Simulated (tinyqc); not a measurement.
Ion-assisted plasma etching: sheath, surface coverage, synergy and aspect-ratio dependence: one step, computed by the program tinyqc. Command: `OMP_NUM_THREADS=1 python tinyqc.py 3023588 3023589 out.jsonl etch walk`. One thread of a shared host (Intel(R) Xeon(R) Processor @ 2.30GHz), about 0.07 s of CPU time with the checks.

Radicals adsorb on bare sites; ions remove covered sites with a high yield and bare sites by sputtering; a slow spontaneous reaction acts everywhere, walls included.

Task: Sheath and ion angles. Debye length lambda_D = sqrt(eps_0 T_e/(e n_s)) with n_s = 0.61 n_e, T_e in volts; Child-law sheath d = (sqrt2/3) lambda_D (2 V/T_e)^(3/4); ion energy E = V + T_e/2; angular spread = arctan(sqrt(T_i/E)).

Inputs (values chosen for the exercise, close to those used for silicon dioxide in a fluorocarbon plasma):
```
quantity                    value    unit
plasma density n_e        9.1e+10  1/cm^3
electron temperature T_e      2.5      eV
sheath voltage V              370       V
ion temperature T_i          0.21      eV
```

Feature: long trench.

Constants: eps_0 = 8.8541878128e-12 F/m; e = 1.602176634e-19 C.

Give: Debye length; sheath thickness; ion energy E; angular spread.

Result:

Debye length = 49.89 um

sheath thickness = 1678 um

ion energy E = 371.25 eV

angular spread = 1.362 degrees
